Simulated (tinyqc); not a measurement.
Floating body of a partially depleted SOI transistor: body voltage and kink: one step of the calculation.

Source at 0 V. Channel current Ic = 2 nf K Vt^2 [F(0) - F(Vd)](1 + la Vd), F(V) = ln^2(1 + exp((Vg - VT - nf V)/(2 nf Vt))), VT = VT0 - gb Vb. Saturation voltage Vs = 2 Vt sqrt(F(0)) + 3 Vt, excess Ve = (Vd - Vs + sqrt((Vd - Vs)^2 + 0.0004 V^2))/2, multiplication M1 = Ai Ve exp(-Bl/Ve). Each junction passes D(v) = J1 (exp(v/Vt) - 1) + J2 (exp(v/(2 Vt)) - 1). Bipolar current Ib = bb J1 (exp(Vb/Vt) - 1). The body settles where M1 (Ic + Ib) = D(Vb) + D(Vb - Vd) + Vb/Rb; drain current Id = (1 + M1)(Ic + Ib) - D(Vb - Vd).

Problem. New Vb. Current into the body I_in = M1 (Ic + Ib) - D(Vb - Vd), current out I_out = D(Vb) + Vb/Rb; f = ln(I_in/I_out), s = df/dVb by central differences over 1e-5 V, Vb(new) = Vb - f/s.

Parameters, values chosen for the exercise; values of the order met in partially depleted silicon-on-insulator transistors:
- T = 300 K (temperature)
- VT0 = 0.33 V (threshold at zero body voltage)
- gb = 0.24 (fall of the threshold per volt of body voltage)
- nf = 1.45 (slope factor)
- K = 490 uA/(V^2 um) (gain factor per width)
- la = 0.06 1/V (channel-length modulation factor)
- Ai = 2.43 1/V (impact-ionisation prefactor)
- Bl = 8.9 V (impact-ionisation voltage)
- J1 = 1.2e-13 uA/um (diffusion saturation current of each junction)
- J2 = 1.4e-8 uA/um (recombination saturation current of each junction)
- bb = 0 (gain of the lateral bipolar transistor on the diffusion current)
- Rb = 9e5 kohm um (resistance of a weak body tie to the source (1e9 stands for no tie, and the term is then dropped))
- Vg = 0.65 V (gate voltage)
- Vd = 2.1 V (drain voltage)

Constants: q = 1.602176634e-19 C, kB = 1.380649e-23 J/K, Vt = kB T/q. Results are converted to the units shown.

Vb at the start = 0.69 V

Wanted: Ic; Ve; M1; I_in; I_out; f; s; Vb after iteration 1.

Solution.

Ic = 44.88 uA/um
Ve = 1.688 V
M1 = 0.02101
I_in = 0.9430 uA/um
I_out = 0.05636 uA/um
f = 2.817
s = -34.80 1/V
Vb after iteration 1 = 0.7710 V

Range of the model: The multiplication law is an empirical form chosen for the exercise; self-heating and capacitive coupling to the body are left out, and the linear laws are rough once Vb passes about 0.7 V or M1 about 0.1.

Program tinyqc, `OMP_NUM_THREADS=1 python tinyqc.py 2182078 2182079 out.jsonl`; Intel Xeon 2.30GHz, shared host, one thread, about 0.2 s.
